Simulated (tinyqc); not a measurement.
X-ray photoelectron analysis of a thin oxide on a semiconductor: attenuation lengths, thickness, angle series and band offsets: one step, computed by the program tinyqc.

The same element is seen in the oxide and in the substrate, at nearly the same kinetic energy; films are flat and uniform, and the work function is ignored.

Question. Band offsets by core levels. Valence band offset = (E_core - E_v)(substrate) - (E_core - E_v)(oxide) + (core level separation at the interface, oxide less substrate). The separation is made here from the given offset; a uniform field F that raises the binding energy towards the surface shifts the oxide peak by e F <z>, <z> = d/(1 - exp(-x)) - d/x, x = d/(L_o cos theta), being the mean distance from the interface. Conduction band offset = oxide gap - substrate gap - valence band offset.

Inputs (values chosen for the exercise, modelled on SiO2 on silicon):

| quantity | value | unit |
|---|---|---|
| oxide gap | 8.85 | eV |
| substrate gap | 1.12 | eV |
| oxide thickness d | 1.5 | nm |
| valence band offset used to make the data | 4.49 | eV |
| core level less valence band top, substrate | 98.81 | eV |
| core level less valence band top, thick oxide | 98.58 | eV |
| field in the oxide | 0.19 | MV/cm |

d/(L_o cos theta) = 0.4325954

Give: separation without field; <z>; separation with field; apparent valence band offset; true conduction band offset; apparent conduction band offset.

Answer.

separation without field = 4.26 eV

<z> = 0.8039 nm

separation with field = 4.275 eV

apparent valence band offset = 4.505 eV

true conduction band offset = 3.24 eV

apparent conduction band offset = 3.225 eV

The field biases both offsets by 0.015 eV, in opposite directions.
